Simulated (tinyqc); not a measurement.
What each parameter does: pair of shallow donors (hydrogen-like orbitals).

Each donor has the orbital exp(-r/a); energy unit Ha* = q/(eps a), q = e^2/(4 pi eps0), so that a lone donor is bound by Ha*/2; x = R/a. One electron: S = (1 + x + x^2/3) exp(-x), j = 1/x - (1 + 1/x) exp(-2x), k = (1 + x) exp(-x); levels E(+/-) = -1/2 - (j +/- k)/(1 +/- S) in Ha*, without the repulsion of the ions, split by D = |E(-) - E(+)|. In six valleys the overlaps S and k are multiplied by v = [cos(K Rx) + cos(K Ry) + cos(K Rz)]/3, K = k0 (2 pi/a_lat), for isotropic envelopes and the symmetric valley state.

Two electrons, Heitler-London: with S' = (1 - x + x^2/3) exp(x), C = 1/x - exp(-2x)(1/x + 11/8 + 3x/4 + x^2/6), X = (1/5){exp(-2x)(25/8 - 23x/4 - 3x^2 - x^3/3) + (6/x)[S^2 (0.5772157 + ln x) + S'^2 Ei(-4x) - 2 S S' Ei(-2x)]}, Q = C - 2j + 1/x and A = X - 2 S k + S^2/x, the singlet and triplet lie at (Q +/- w A)/(1 +/- w S^2) from two lone donors, with the valley weight w = v^2; the exchange is J = triplet - singlet.

Constants: e^2/(4 pi eps0) = 14.39964547 eV angstrom.

Parameters, chosen for this exercise (near those of two donors in Si; the results hold for these values, not for the real material):
- a = 17.4 angstrom (orbital radius)
- eps = 11.3 (dielectric constant)
- n = (12.5, 0.5, 0) a_lat (separation vector)
- a_lat = 5.431 angstrom (lattice constant)
- k0 = 0.847 2 pi/a_lat (valley position)

x, D = |E(-) - E(+)| and J.

Results for these values:

| case | x | D (meV) | J (micro-eV) |
|---|---|---|---|
| base | 3.905 | 1.715 | 102 |

What happens to each result for k0 = 0.827 2 pi/a_lat, all else kept?

Answer: x does not change at the printed digits; D falls from 1.715 to 0.8761; J falls from 102 to 26.8.

The same for each parameter in turn:

| case | x | D (meV) | J (micro-eV) |
|---|---|---|---|
| base | 3.905 | 1.715 | 102 |
| a = 19.1 angstrom | 3.557 | 1.976 | 152 |
| eps = 12.4 | 3.905 | 1.563 | 93.2 |
| k0 = 0.827 2 pi/a_lat | 3.905 | 0.8761 | 26.8 |
| n = (13.5, 0.5, 0) a_lat | 4.217 | 1.493 | 76.7 |

Run: tinyqc, `OMP_NUM_THREADS=1 python tinyqc.py 1252278 1252279 out.jsonl`; Intel(R) Xeon(R) Processor @ 2.30GHz, one thread, shared host; about 0.01 s of CPU time with all checks.
